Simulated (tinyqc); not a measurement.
Solid solubility of a dopant against its melt (retrograde solidus), clustering and the electrically active fraction: one step, computed by the program tinyqc. Command: `OMP_NUM_THREADS=1 python tinyqc.py 3027878 3027879 out.jsonl retro walk`. One thread of a shared host (Intel(R) Xeon(R) Processor @ 2.30GHz), about 0.01 s of CPU time with the checks.

Question. Liquidus and solidus at T. x_l and x_s are atom fractions of the dopant in melt and solid; the solid is dilute. Liquidus of the host: R T ln(1 - x_l) + L x_l^2 = -H_f (1 - T/T_m). Distribution: k = x_s/x_l = exp[L (1 - x_l)^2/(R T)] exp(S/k_B - H/(k_B T)), the first factor being the activity coefficient in the melt. Solubility = x_s N0; at T_m x_l = 0.

Inputs (values chosen for the exercise, of the order of those of tin in silicon for the solubility):

| quantity | value | unit |
|---|---|---|
| melting point of the host T_m | 1687 | K |
| heat of melting of the host H_f | 50.2 | kJ/mol |
| interaction L of the melt | 7.5 | kJ/mol |
| enthalpy of transfer from melt to solid H | 0.417 | eV |
| entropy of transfer S | -1.94 | k_B |
| site density N0 | 5e+22 | 1/cm^3 |
| temperature T | 1150 | K |

Constants: R = 8.314462618 J/(mol K); k_B = 8.617333262e-05 eV/K.

Give: x_l; distribution coefficient k; x_s; solubility; k at the melting point.

Answer.

x_l = 0.9005

distribution coefficient k = 0.002155

x_s = 0.001940

solubility = 9.701e+19 1/cm^3

k at the melting point = 0.01393

k has changed by a factor 0.15 from its value at T_m, while x_l has grown from 0 to 0.900.
